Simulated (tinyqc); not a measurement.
LCCD on RHF in the sto-3g basis, frozen core, for BeH2, spin multiplicity 1, step by step. One step of it, computed by the program tinyqc.

Problem. LCCD: starting amplitudes. t_ij^ab = <ij||ab> / (e_i + e_j - e_a - e_b), whose energy is MP2.

orbital energies (hartree): MO1 -4.519764, MO2 -0.457107, MO3 -0.420817, MO4 0.211619, MO5 0.211902, MO6 0.460925, MO7 0.940703

Two-electron integrals over orbitals (pq|rs), unique and non-zero (hartree); the lowest 1 orbital is frozen and left out:
```
(22|22) 0.398250    (32|32) 0.164344    (33|22) 0.411546    (33|33) 0.434700
(42|22) 0.002565    (42|33) 0.002455    (42|42) 0.049389    (43|32) 0.002688
(43|43) 0.014699    (44|22) 0.368874    (44|33) 0.356260    (44|42) -0.005784
(44|44) 0.450081    (52|52) 0.049396    (53|53) 0.014629    (54|52) -0.002056
(54|54) 0.024325    (55|22) 0.369003    (55|33) 0.356303    (55|42) -0.001685
(55|44) 0.401320    (55|55) 0.449859    (62|22) -0.024437   (62|33) -0.047472
(62|42) -0.000613   (62|44) 0.052227    (62|55) 0.052484    (62|62) 0.077772
(63|32) -0.094615   (63|43) -0.002200   (63|63) 0.083425    (64|22) 0.001005
(64|33) -0.000482   (64|42) 0.047065    (64|44) -0.001585   (64|55) 0.001281
(64|62) 0.004647    (64|64) 0.050561    (65|52) 0.047372    (65|54) -0.001443
(65|65) 0.050827    (66|22) 0.396862    (66|33) 0.407802    (66|42) 0.006021
(66|44) 0.366878    (66|55) 0.367261    (66|62) -0.034501   (66|64) 0.003976
(66|66) 0.412039    (72|32) -0.044237   (72|43) -0.002605   (72|63) 0.061177
(72|72) 0.056590    (73|22) -0.005766   (73|33) -0.021021   (73|42) -0.003771
(73|44) 0.059415    (73|55) 0.059400    (73|62) 0.073007    (73|64) 0.001585
(73|66) -0.026329   (73|73) 0.082504    (74|32) -0.006423   (74|43) 0.013665
(74|63) 0.003782    (74|72) 0.000964    (74|74) 0.016832    (75|53) 0.013759
(75|75) 0.016548    (76|32) 0.142615    (76|43) 0.003070    (76|63) -0.095207
(76|72) -0.055608   (76|74) -0.005566   (76|76) 0.140383    (77|22) 0.427765
(77|33) 0.446512    (77|42) 0.000496    (77|44) 0.391051    (77|55) 0.390950
(77|62) -0.036352   (77|64) -0.001701   (77|66) 0.435541    (77|73) -0.010780
(77|77) 0.488356
```

Give: Starting amplitudes; correlation energy.

Solution.

Starting amplitudes (spin orbitals 1a, 1b, ...; amplitudes related by a flip of all spins are not repeated):
```
from      to          t
3a 3b  6a 6b     -0.047
2a 2b  6a 6b     -0.042
2a 2b  4a 4b     -0.037
2a 2b  5a 5b     -0.037
2a 3b  6a 7b     -0.032
3a 3b  7a 7b     -0.030
2a 3b  6b 7a      0.027
2a 2b  7a 7b     -0.020
3a 3b  4a 4b     -0.012
3a 3b  5a 5b     -0.012
2a 3a  6a 7a     -0.005
2a 3b  4a 7b   1.86e-03
3a 3b  4a 6b   1.45e-03
2a 3b  4b 7a  -1.28e-03
2a 3a  4a 7a   5.74e-04
2a 2b  4a 6b   3.86e-04
```

correlation energy = -0.02299 hartree
